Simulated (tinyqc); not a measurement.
Inside a calculation. Model: long-channel MOSFET, surface-potential model.

Program tinyqc, `OMP_NUM_THREADS=1 python tinyqc.py 2360132 2360133 out.jsonl`; Intel Xeon 2.30GHz, shared host, one thread, about 0.06 s. Printed values are rounded.

n-channel transistor on a uniformly doped p-type body, gradual-channel approximation, constant mobility, Boltzmann statistics, full ionisation. Potentials are counted from the neutral body; V is the electron quasi-Fermi potential, Vsb at the source and Vsb + Vds at the drain. Charges are magnitudes per area.

Values chosen for this exercise; material values those of a made-up semiconductor:
```
symbol,value,unit,meaning
T,293,K,temperature
Eg,1.78,eV,band gap
eps_r,12.9,,relative permittivity of the semiconductor
Nc,3.21e17,cm^-3,conduction-band density of states at T
Nv,7.72e18,cm^-3,valence-band density of states at T
Na,8.8e16,cm^-3,acceptor density of the body
eox,4.04,,relative permittivity of the gate insulator
tox,2.1,nm,insulator thickness
Vfb,-1.26,V,flat-band voltage
mu,630,cm^2/(V s),channel mobility
W,10,um,gate width
L,2,um,gate length
Vsb,0.3,V,source-body reverse bias
Vgs,0.84,V,gate-source voltage
Vds,1.2,V,drain-source voltage
```

Constants: q = 1.602176634e-19 C, kB = 1.380649e-23 J/K, Vt = kB T/q, eps0 = 8.8541878128e-14 F/cm where lengths are in cm. Results are converted to the units shown.

Range of the model: The surface electron density at the source passes 0.3 Nc, where degeneracy, left out here, matters.

## Body potential, insulator capacitance and body factor

ni = sqrt(Nc Nv) exp(-Eg/(2 Vt)), Eg in volts; phiF = Vt ln(Na/ni); Cox = eps0 eox/tox; gamma = sqrt(2 q eps0 eps_r Na)/Cox. VT = Vfb + 2 phiF + gamma sqrt(2 phiF + Vsb), m = 1 + gamma/(2 sqrt(2 phiF + Vsb)).

ni = 773.606 cm^-3
phiF = 0.817178 V
Cox = 1.70338 uF/cm^2
gamma = 0.105359 V^0.5
VT = 0.520890 V
m = 1.03788

## Iteration 1: surface potential at the source by Newton steps

psi at the start (the smaller of 2 phiF + Vsb + 4 Vt and the root without inversion charge) = 2.03535 V

With V = Vsb: G = psi - Vt + Vt e, e = exp((psi - 2 phiF - Vsb)/Vt); f = Vgs + Vsb - Vfb - psi - gamma sqrt(G); f' = -1 - gamma (1 + e)/(2 sqrt(G)); psi(new) = psi - f/f'.

G = 3.38855 V
f = 0.170706 V
f' = -2.59098
psi after iteration 1 = 2.10123 V

## Iteration 2: surface potential at the source by Newton steps

As before.

G = 20.8106 V
f = -0.181866 V
f' = -9.57999
psi after iteration 2 = 2.08225 V

## Course of the iteration: surface potential at the source by Newton steps

Stop when psi changes by less than 1e-10 V, or after 40 iterations.

Course of the iteration:
```
iteration  psi (V)  |change| (V)
1          2.10123        0.0659
2          2.08225        0.0190
3          2.07772       4.54e-3
4          2.07750       2.17e-4
5          2.07750       4.72e-7
6          2.07750      2.22e-12
```

Converged in 6 iterations. At the end the number of correct digits about doubles with each step.

## Charges and current of the charge-sheet model

psi_0 = 2.07750 V
psi_L = 2.24310 V

psi_0 and psi_L solve Vgs + Vsb - Vfb - psi = gamma sqrt(G) at V = Vsb and Vsb + Vds. Qi = Cox gamma [sqrt(G) - sqrt(psi - Vt)], G = psi - Vt + Vt exp((psi - 2 phiF - V)/Vt), at both ends. With U = Vgs + Vsb - Vfb: drift = mu (W/L) Cox [U (psi_L - psi_0) - (psi_L^2 - psi_0^2)/2 - (2/3) gamma ((psi_L - Vt)^1.5 - (psi_0 - Vt)^1.5)]; diffusion = mu (W/L) Vt (Qi0 - QiL).

Qi0 = 292.246 nC/cm^2
QiL = 7.11201e-16 nC/cm^2
drift current = 76.2054 uA
diffusion current = 23.2434 uA
drain current = 99.4489 uA

Drift carries 76.6 % of the current. The drain end is pinched off: its charge is under 1 % of that at the source.

## Inversion charge along the channel

V, point 0 to 8 (V): 0.3  0.45  0.6  0.75  0.9  1.05  1.2  1.35  1.5

The surface potential psi at channel potential V solves Vgs + Vsb - Vfb - psi = gamma sqrt(G), G = psi - Vt + Vt exp((psi - 2 phiF - V)/Vt). Charge sheet: Qi = Cox gamma [sqrt(G) - sqrt(psi - Vt)]. Pao-Sah: Qi = (Cox gamma/2) integral from 3 Vt to psi of exp((u - 2 phiF - V)/Vt)/sqrt(G(u, V)) du.

```
point  psi (V)  Qi, charge sheet (nC/cm^2)  Qi, Pao-Sah (nC/cm^2)
0      2.07750                     292.246                293.700
1      2.19142                     91.1541                91.6534
2      2.24193                     2.04660                2.05844
3      2.24309                  0.00565444             0.00568719
4      2.24310                  1.48716e-5             1.49577e-5
5      2.24310                  3.91081e-8             3.93346e-8
6      2.24310                 1.02843e-10            1.03439e-10
7      2.24310                 2.70448e-13            2.72015e-13
8      2.24310                 7.11201e-16            7.15321e-16
```

At the source the charge-sheet charge is 0.50 % below the Pao-Sah one.

## Pao-Sah current by Simpson's rule

I = mu (W/L) integral of Qi dV; Simpson's rule on the 9 points, step Vds/8, weights 1, 4, 2, ..., 4, 1 times step/3.

Pao-Sah current = 104.651 uA

Gauss-Legendre quadrature on many points gives 104.4 uA, so this value is 0.20 % above it; the charge-sheet current, 99.45 uA, is 4.8 % below it.
